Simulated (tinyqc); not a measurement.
Bulk transistor, scale length and short-channel effects: two steps of the calculation.

A gate, an insulator of thickness ti and a depleted layer of depth ts on a conducting body. Below threshold the potential that source and drain add obeys Laplace's equation and vanishes on the gate and at the bottom of the depleted layer. Its lowest mode decays along the channel as exp(-k y); k is the smallest positive root of the matching condition at the interface, and the scale length is Lambda = pi/k.

Values chosen for this exercise; permittivities: semiconductor close to that of germanium, insulator close to that of silicon dioxide:

| symbol | value | unit | meaning |
|---|---|---|---|
| T | 300 | K | temperature |
| eps_r | 16.2 |  | relative permittivity of the semiconductor |
| ei | 3.71 |  | relative permittivity of the insulator |
| ti | 1.4 | nm | insulator thickness |
| ts | 22 | nm | depletion depth |
| L | 74 | nm | channel length |
| Vbi | 1.02 | V | potential of the source |
| sT | 0.57 | V | potential of the barrier top at threshold |
| VTL | 0.35 | V | long-channel threshold |
| m | 1.28 |  | long-channel body factor |
| Vds | 1 | V | drain voltage |

Constants: q = 1.602176634e-19 C, kB = 1.380649e-23 J/K, Vt = kB T/q. Results are converted to the units shown.

Task 1. Scale length against simple estimates. Lambda = pi/k and l = 1/k. A parabolic potential across the structure gives l(parabolic) = sqrt((eps_r/ei) ts ti).

k = 0.11479935 1/nm

Wanted: Lambda; l; l(parabolic).

Result 1.

Lambda = 27.37 nm
l = 8.711 nm
l(parabolic) = 11.60 nm

Task 2. Threshold shift, barrier position and swing. Along the channel psi(y) = s + a exp(y/l) + b exp(-y/l) with psi(0) = Vbi, psi(L) = Vbi + Vds and l = 1/k = Lambda/pi; with A = Vbi - s, B = A + Vds, x = exp(-L/l): a = (B - A x) x/(1 - x^2), b = (A - B x)/(1 - x^2). The minimum is s + 2 sqrt(a b), at y = (l/2) ln(b/a). The long-channel potential follows the gate as s = sT + (Vg - VTL)/m, and the threshold VT is the gate voltage at which the minimum equals sT. Swing = m Vt ln 10/g at threshold, g = d(minimum)/ds = 1 - (b x + a)/((1 + x) sqrt(a b)).

l = 8.7108507 nm

Find: s at threshold; a; b; position of the minimum; VT; swing.

Result 2.

s at threshold = 0.54611 V
a = 3.0133e-4 V
b = 0.47359 V
position of the minimum = 32.055 nm
VT = 0.31942 V
swing = 78.820 mV/decade

The threshold lies 30.6 mV below the long-channel value, and the barrier top sits at 0.43 L from the source.

tinyqc, about 0.01 s, one thread, Intel Xeon 2.30GHz (shared host): `OMP_NUM_THREADS=1 python tinyqc.py 2420072 2420073 out.jsonl`
